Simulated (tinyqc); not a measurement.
Ion implantation: universal nuclear stopping, Lindhard-Scharff electronic stopping and a Gaussian range profile: one step, computed by the program tinyqc. Command: `OMP_NUM_THREADS=1 python tinyqc.py 3010477 3010478 out.jsonl implant walk`. One thread of a shared host (Intel(R) Xeon(R) Processor @ 2.30GHz), about 0.05 s of CPU time with the checks.

An ion slows by elastic collisions with screened nuclei and by friction with electrons; channelling is ignored and the target is uniform.

Task: Gaussian profile. C(x) = C_p exp(-(x - R_p)^2/(2 dR_p^2)) with C_p = Q/(sqrt(2 pi) dR_p), 1 nm = 1e-7 cm; the profile falls to the background at x_j = R_p + dR_p sqrt(2 ln(C_p/C_B)); the peak atomic fraction is C_p/N.

Inputs (values chosen for the exercise, modelled on oxygen ions in diamond): target density N = 176.3 1/nm^3; dose Q = 2.6e+14 1/cm^2; background C_B = 2.6e+16 1/cm^3.

straggle dR_p = 42.04549 nm

projected range R_p = 127.4360 nm

Give: peak concentration C_p; depth x_j where C falls to C_B; peak atomic fraction.

Result:

peak concentration C_p = 2.4670e+19 1/cm^3

Depth x_j where C falls to C_B = 283.12 nm

peak atomic fraction = 1.3993e-04

Caution: the estimates of R_p and dR_p assume mainly nuclear stopping and an ion not much lighter than the target; here they are rough, and for light ions in heavy targets the straggle can be low by a factor of two or more.
